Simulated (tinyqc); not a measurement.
Inputs raised by 5 %, one at a time: X-ray photoelectron analysis of a thin oxide on a semiconductor: attenuation lengths, thickness, angle series and band offsets. Computed by tinyqc, a small Python program. Command: `OMP_NUM_THREADS=1 python tinyqc.py 3112642 3112643 out.jsonl xps sens`. One thread of a shared host (Intel(R) Xeon(R) Processor @ 2.30GHz), about 0.01 s of CPU time with the checks.

The same element is seen in the oxide and in the substrate, at nearly the same kinetic energy; films are flat and uniform, and the work function is ignored.

Inputs (values chosen for the exercise, modelled on SiO2 on 4H-SiC):

| quantity | value | unit |
|---|---|---|
| photon energy | 2000 | eV |
| binding energy of the core level | 100.5 | eV |
| oxide density | 2.17 | g/cm^3 |
| oxide formula mass | 60.08 | g/mol |
| valence electrons per oxide formula | 16 | - |
| oxide gap | 9.02 | eV |
| substrate density | 3.21 | g/cm^3 |
| substrate formula mass | 40.1 | g/mol |
| valence electrons per substrate formula | 8 | - |
| substrate gap | 3.26 | eV |
| oxide thickness d | 2.1 | nm |
| emission angle from the normal | 15 | degrees |
| attenuation length over inelastic mean free path | 0.92 | - |
| carbon overlayer | 0.19 | nm |
| counts in the two peaks together | 20000 | - |
| valence band offset used to make the data | 2.84 | eV |
| core level less valence band top, substrate | 98.95 | eV |
| core level less valence band top, thick oxide | 98.61 | eV |
| field in the oxide | 0.2 | MV/cm |

Method:
- TPP-2M: lambda = E/(E_p^2 [b ln(c E) - C/E + D/E^2]) in angstrom, E_p = 28.8 sqrt(N_v rho/M), b = -0.10 + 0.944/sqrt(E_p^2 + E_g^2) + 0.069 rho^0.1, c = 0.191/sqrt(rho), U = N_v rho/M, C = 1.97 - 0.91 U, D = 53.4 - 20.8 U, with E = photon energy less binding energy in eV.
- Attenuation length L = factor x lambda.
- R_0 = (rho_o/M_o) L_o/((rho_s/M_s) L_s); peak ratio R = I_ox/I_sub = R_0 [exp(d/(L_o cos theta)) - 1]; hence d = L_o cos theta ln(1 + R/R_0). A carbon layer weakens both peaks alike, by exp(-d_C/(L_o cos theta)) if its L is taken equal to L_o. This R_0 leaves out intrinsic losses from the substrate peak, so calibrated values can be larger.
- With x = d/(L_o cos theta): d ln d/d ln R = (1 - exp(-x))/x = -d ln d/d ln R_0; counting error of R = 1/sqrt(N f (1 - f)), f the oxide share, which times the sensitivity gives that of d; an angle error adds tan(theta) d theta; d is proportional to L_o at fixed R_0. Assumed errors: 5 % in R_0, 1 degree, 5 % in L_o.
- Valence band offset = (E_core - E_v)(substrate) - (E_core - E_v)(oxide) + (core level separation at the interface, oxide less substrate). The separation is made here from the given offset; a uniform field F that raises the binding energy towards the surface shifts the oxide peak by e F <z>, <z> = d/(1 - exp(-x)) - d/x, x = d/(L_o cos theta), being the mean distance from the interface. Conduction band offset = oxide gap - substrate gap - valence band offset.

Runs:

| input moved | from | to | ratio R | R_0 | apparent valence band offset (eV) | counting error of d (%) |
|---|---|---|---|---|---|---|
| base run | - | - | 0.36280 | 0.60597 | 2.8626 | 1.2770 |
| photon energy (eV) | 2000 | 2100 | 0.34459 | 0.60611 | 2.8626 | 1.3042 |
| oxide density (g/cm^3) | 2.17 | 2.2785 | 0.38208 | 0.62887 | 2.8627 | 1.2587 |
| oxide gap (eV) | 9.02 | 9.471 | 0.36093 | 0.61867 | 2.8626 | 1.2842 |
| oxide thickness d (nm) | 2.1 | 2.205 | 0.38580 | 0.60597 | 2.8639 | 1.2457 |
| emission angle from the normal (degrees) | 15 | 15.75 | 0.36444 | 0.60597 | 2.8626 | 1.2746 |
| attenuation length over inelastic mean free path | 0.92 | 0.966 | 0.34140 | 0.60597 | 2.8626 | 1.3091 |
| counts in the two peaks together | 20000 | 21000 | 0.36280 | 0.60597 | 2.8626 | 1.2462 |

Exponents ln(y'/y) / ln(x'/x):

| input | ratio R | R_0 | apparent valence band offset | counting error of d |
|---|---|---|---|---|
| photon energy | -1.056 | 0.005 | 0.000 | 0.433 |
| oxide density | 1.061 | 0.760 | 0.000 | -0.295 |
| oxide gap | -0.106 | 0.425 | 0.000 | 0.116 |
| oxide thickness d | 1.260 | 0.000 | 0.009 | -0.508 |
| emission angle from the normal | 0.092 | 0.000 | 0.000 | -0.038 |
| attenuation length over inelastic mean free path | -1.246 | 0.000 | -0.001 | 0.510 |
| counts in the two peaks together | 0.000 | 0.000 | 0.000 | -0.500 |

Which inputs matter most for each result?

Among the inputs moved here: ratio R answers most in size to oxide thickness d (exponent +1.260), and about equally to attenuation length over inelastic mean free path (-1.246); its exponent is below 0.0005 for counts in the two peaks together. R_0 answers most in size to oxide density (exponent +0.760), next to oxide gap (+0.425); its exponent is below 0.0005 for oxide thickness d, emission angle from the normal, attenuation length over inelastic mean free path, counts in the two peaks together. Apparent valence band offset answers most in size to oxide thickness d (exponent +0.009); its exponent is below 0.0005 for photon energy, oxide density, oxide gap, emission angle from the normal, counts in the two peaks together. Counting error of d answers most in size to attenuation length over inelastic mean free path (exponent +0.510), and about equally to oxide thickness d (-0.508), counts in the two peaks together (-0.500). Its exponent -0.500 in counts in the two peaks together: counting statistics.

Extremes, crossings and ranges named in words are read from the listed rows.
